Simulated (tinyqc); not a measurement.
Inside a calculation. Method: RHF in the sto-3g basis, for Li+, spin multiplicity 1. One step of it, computed by the program tinyqc.

Question. Iteration 2: building the Fock matrix. J_ij = sum D_kl (ij|kl), K_ij = sum D_kl (ik|jl); F = H + J - 0.5 K; E = tr D H + tr D J / 2 - 0.25 tr D K + E_nn.

D after iteration 1, lower triangle:
```
,1Li 1s,1Li 2s,1Li 2px,1Li 2py,1Li 2pz
1Li 1s,2.018763
1Li 2s,-0.040598,0.000816
1Li 2px,0.000000,0.000000,0.000000
1Li 2py,0.000000,0.000000,0.000000,0.000000
1Li 2pz,0.000000,0.000000,0.000000,0.000000,0.000000
```

core Hamiltonian H = T + V (hartree), lower triangle:
```
,1Li 1s,1Li 2s,1Li 2px,1Li 2py,1Li 2pz
1Li 1s,-4.406095
1Li 2s,-0.984581,-1.104759
1Li 2px,0.000000,0.000000,-0.877579
1Li 2py,0.000000,0.000000,0.000000,-0.877579
1Li 2pz,0.000000,0.000000,0.000000,0.000000,-0.877579
```

Two-electron integrals (ij|kl) in chemists' order, unique and non-zero (hartree):
```
i,j,k,l,(ij|kl)
1,1,1,1,1.680395
2,1,1,1,0.265420
2,1,2,1,0.049941
2,2,1,1,0.397727
2,2,2,1,0.092860
2,2,2,2,0.290562
3,1,3,1,0.008981
3,2,3,1,0.013788
3,2,3,2,0.064184
3,3,1,1,0.396640
3,3,2,1,0.092880
3,3,2,2,0.290497
3,3,3,3,0.312946
4,1,4,1,0.008981
4,2,4,1,0.013788
4,2,4,2,0.064184
4,3,4,3,0.016869
4,4,1,1,0.396640
4,4,2,1,0.092880
4,4,2,2,0.290497
4,4,3,3,0.279207
4,4,4,4,0.312946
5,1,5,1,0.008981
5,2,5,1,0.013788
5,2,5,2,0.064184
5,3,5,3,0.016869
5,4,5,4,0.016869
5,5,1,1,0.396640
5,5,2,1,0.092880
5,5,2,2,0.290497
5,5,3,3,0.279207
5,5,4,4,0.279207
5,5,5,5,0.312946
```

nuclear repulsion = 0 hartree

Give: Coulomb J; exchange K; Fock matrix F; total energy of this density.

Answer.

Coulomb J (hartree), lower triangle:
```
,1Li 1s,1Li 2s,1Li 2px,1Li 2py,1Li 2pz
1Li 1s,3.371
1Li 2s,0.532,0.796
1Li 2px,0.000,0.000,0.793
1Li 2py,0.000,0.000,0.000,0.793
1Li 2pz,0.000,0.000,0.000,0.000,0.793
```

exchange K (hartree), lower triangle:
```
,1Li 1s,1Li 2s,1Li 2px,1Li 2py,1Li 2pz
1Li 1s,3.371
1Li 2s,0.518,0.094
1Li 2px,0.000,0.000,0.017
1Li 2py,0.000,0.000,0.000,0.017
1Li 2pz,0.000,0.000,0.000,0.000,0.017
```

Fock matrix F (hartree), lower triangle:
```
,1Li 1s,1Li 2s,1Li 2px,1Li 2py,1Li 2pz
1Li 1s,-2.720
1Li 2s,-0.712,-0.356
1Li 2px,0.000,0.000,-0.093
1Li 2py,0.000,0.000,0.000,-0.093
1Li 2pz,0.000,0.000,0.000,0.000,-0.093
```

total energy of this density = -7.12509 hartree
